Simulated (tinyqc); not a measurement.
## Threshold spread from leakage statistics

Problem. VT is Gaussian with standard deviation s and Ioff goes as exp(-VT/(n Vt)), so Ioff is log-normal: mean/median = exp(w^2/2) with w = s/(n Vt). Find w, s, the relative standard deviation sqrt(exp(w^2) - 1) and the share of devices that leak more than the mean, erfc(w/(2 sqrt(2)))/2.

Parameters, values chosen for the exercise: temperature T = 293 K; subthreshold factor n = 1.42.

Constants: q = 1.602176634e-19 C, kB = 1.380649e-23 J/K, Vt = kB T/q. Results are converted to the units shown.

mean/median of the off current = 1.6157518

Answer. w = sqrt(2 ln(mean/median)); the mean lies w/2 standard deviations out in ln Ioff.

w = 0.9796
s = 35.12 mV
relative standard deviation = 1.269
share above the mean = 31.21 %

Numbers from tinyqc (`OMP_NUM_THREADS=1 python tinyqc.py 2090103 2090104 out.jsonl`; about 0.02 s on one thread of a shared Intel Xeon 2.30GHz).
